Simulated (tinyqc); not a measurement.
Inside a calculation. Model: interface traps from C-V curves, high-low and Terman methods.

Program tinyqc, `OMP_NUM_THREADS=1 python tinyqc.py 2030065 2030066 out.jsonl`; Intel Xeon 2.30GHz, shared host, one thread, about 0.01 s. Printed values are rounded.

MOS capacitor on an n-type substrate; psi is the band bending, negative in depletion; only majority carriers are counted. At the bending psi the Fermi level lies y = xi - psi below the conduction edge at the surface, xi = Vt ln(Nc/Nd). Dit(y) = D0 + D1 exp(-y/E1); traps fill up to the Fermi level, follow the bias and a slow signal, and do not follow a fast one. V is the gate voltage from flat band.

Parameters, values chosen for the exercise; band and dielectric values close to those of germanium:
```
symbol,value,unit,meaning
T,300,K,temperature
eps_r,16.2,,relative permittivity
Nc,1.04e19,cm^-3,conduction-band density of states at T
Nd,1.4e17,cm^-3,donor density
EOT,19,nm,equivalent oxide thickness
D0,5.5e10,cm^-2 eV^-1,trap density far from the band edge
D1,2.1e12,cm^-2 eV^-1,band-tail density at the conduction edge
E1,0.18,eV,decay energy of the tail
n,7,,points
pa,-0.34,V,deepest band bending
pb,-0.039,V,shallowest band bending
```

Constants: q = 1.602176634e-19 C, kB = 1.380649e-23 J/K, Vt = kB T/q, eps0 = 8.8541878128e-14 F/cm where lengths are in cm. Results are converted to the units shown.

Range of the model: In a narrow-gap semiconductor minority carriers respond as well once the bending nears the inversion point; they are left out.

## The curves

Cox = 3.9 eps0/EOT, LD = sqrt(eps0 eps_r Vt/(q Nd)), u = psi/Vt, Cd = (eps0 eps_r/(sqrt(2) LD)) |exp(u) - 1|/sqrt(exp(u) - u - 1). Ideal V0 = psi - sqrt(2) (eps0 eps_r Vt/LD) sqrt(exp(u) - u - 1)/Cox for psi < 0; the traps add dV = (q/Cox) times the integral of Dit from 0 to psi = (q/Cox) [D0 psi + D1 E1 exp(-xi/E1) (exp(psi/E1) - 1)]. 1/C_HF = 1/Cox + 1/Cd, 1/C_LF = 1/Cox + 1/(Cd + q Dit). Take n equally spaced psi from pa to pb.

```
point    psi (V)    y (eV)  Dit (cm^-2 eV^-1)    V0 (V)     V (V)  C_HF (nF/cm^2)  C_LF (nF/cm^2)
0      -0.340000  0.451368         2.26073e11  -1.12230  -1.29113         100.793         107.393
1      -0.289833  0.401202         2.81059e11  -1.00696  -1.16463         104.677         112.004
2      -0.239667  0.351035         3.53717e11  -0.88506  -1.02877         109.310         117.316
3      -0.189500  0.300868         4.49730e11  -0.75416  -0.88020         115.022         123.500
4      -0.139333  0.250702         5.76602e11  -0.60976  -0.71324         122.372         130.827
5      -0.089167  0.200535         7.44254e11  -0.44264  -0.51708         132.197         139.714
6      -0.039000  0.150368         9.65791e11  -0.23072  -0.26757         145.078         150.453
```

Cox = 181.744 nF/cm^2

At the deepest bending the traps stretch the gate voltage from -1.12 to -1.29 V.

## High-low extraction

q Dit = (1/C_LF - 1/Cox)^(-1) - (1/C_HF - 1/Cox)^(-1) at each point.

Dit by high-low, point 0 to 6 (cm^-2 eV^-1): 2.26073e11  2.81059e11  3.53717e11  4.49730e11  5.76602e11  7.44254e11  9.65791e11

With a true high-frequency curve this returns Dit exactly.

## Terman extraction

psi at each point follows from C_HF and the ideal curve. Dit = (Cox/q) d(V - V0)/dpsi by central differences over the two neighbours.

Dit by Terman, point 1 to 5 (cm^-2 eV^-1): 2.83997e11  3.57600e11  4.54860e11  5.83381e11  7.53211e11

The differences overstate the curved tail; the largest error is 1.2 %, at point 5.
